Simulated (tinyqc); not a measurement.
Current of a Schottky diode by thermionic-emission-diffusion theory, and its read-back from I-V-T and C-V data: one step, computed by the program tinyqc.

Full ionisation, no tunnelling, no recombination current. V is the voltage across the junction itself, forward positive.

Task: Read-back from the I-V curve. N_c(T) = N_c (T/300 K)^(3/2); V_bi = phi_0 - (k_B T/e) ln(N_c(T)/N); surface field F = sqrt(2 e N (V_bi - V - k_B T/e)/(eps eps_0)); image lowering d_phi = sqrt(e F/(4 pi eps eps_0)); effective barrier phi = phi_0 - d_phi - sigma^2 (1 - rho V)/(2 k_B T). Collection velocity v_R = A* T^2/(e N_c(T)); diffusion velocity v_D = mu F; J = e N_c(T) v_R/(1 + v_R/v_D) exp(-phi/k_B T) [exp(e V/k_B T) - 1]. Ideality n = (e/k_B T)/(d ln J/dV) by a central difference of +/- 1 mV; J_0 = J exp(-e V/(n k_B T)); apparent barrier phi_IV = k_B T ln(A* T^2/J_0); a C-V plot gives phi_CV = phi_0, the mean without lowering.

Inputs (values chosen for the exercise, modelled on n-type 4H-SiC):
```
quantity                                     value          unit
Richardson constant A*                         142  A/(cm^2 K^2)
effective density of states at 300 K, N_c  1.7e+19        1/cm^3
permittivity eps                               9.7             -
mobility mu                                    900    cm^2/(V s)
barrier without image force phi_0 (mean)      1.25            eV
doping N                                   1.3e+17        1/cm^3
junction voltage V                            0.39             V
temperature T                                  200             K
standard deviation sigma                        84           meV
relative change of sigma^2 with bias, rho      0.8           1/V
```

Barrier: Gaussian spread of heights.

Constants: k_B = 8.617333262e-05 eV/K; e = 1.602176634e-19 C; eps_0 = 8.8541878128e-12 F/m.

Give: ideality factor n; extrapolated J_0; apparent barrier phi_IV; phi_CV - phi_IV.

Result:

ideality factor n = 1.2216

extrapolated J_0 = 8.4594e-19 A/cm^2

apparent barrier phi_IV = 0.98524 eV

phi_CV - phi_IV = 264.76 meV
